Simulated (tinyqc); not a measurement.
Inside a calculation. Model: capacitance measurement on a leaky thin oxide: effects of series resistance and leakage.

tinyqc, about 0.01 s, one thread, Intel Xeon 2.30GHz (shared host): `OMP_NUM_THREADS=1 python tinyqc.py 2022072 2022073 out.jsonl` Printed values are rounded.

The device is a capacitance C in parallel with a leakage conductance G, in series with Rs and Ls. An impedance meter reports either a parallel pair (Cp, Gp) from Y = 1/Z = Gp + i w Cp or a series pair (Cs, Rm) from Z = Rm + 1/(i w Cs); w = 2 pi f, dissipation D = Gp/(w |Cp|).

Parameters, values chosen for the exercise; values of the order met in thin-oxide MOS capacitors:
```
symbol,value,unit,meaning
eox,3.9,,relative permittivity of the gate insulator (close to silicon dioxide)
tox,1.2,nm,insulator thickness
A,10000,um^2,gate area
zc,0.48,nm,oxide-equivalent thickness added by the accumulation layer
zp,0,nm,oxide-equivalent thickness added by gate depletion
Jg,0.026,A/cm^2,"gate leakage current density, not matched to the thickness"
Vs,0.31,V,voltage for an e-fold rise of the leakage
Rs,9.2,ohm,series resistance
Ls,0,nH,series inductance
f,2e5,Hz,measuring frequency
```

Constants: eps0 = 8.8541878128e-14 F/cm where lengths are in cm. Results are converted to the units shown.

## True capacitance and conductance

EOT = 3.9 tox/eox; CET = EOT + zc + zp; C = 3.9 eps0 A/CET; G = Jg A/Vs.

EOT = 1.2 nm
CET = 1.68 nm
C = 205.5436 pF
G = 8.387097 uS

## What the meter reports

Z = Rs + i w Ls + 1/(G + i w C).

Z = 134.782-3867.483i ohm
Cp = 205.5108 pF
Gp = 9.000088 uS
Cs = 205.7604 pF
D = 0.03484996

Cp is 0.016 % below C and Cs is 0.11 % above it; G Rs = 7.72e-5, w C Rs = 0.00238 and G/(w C) = 0.0325.
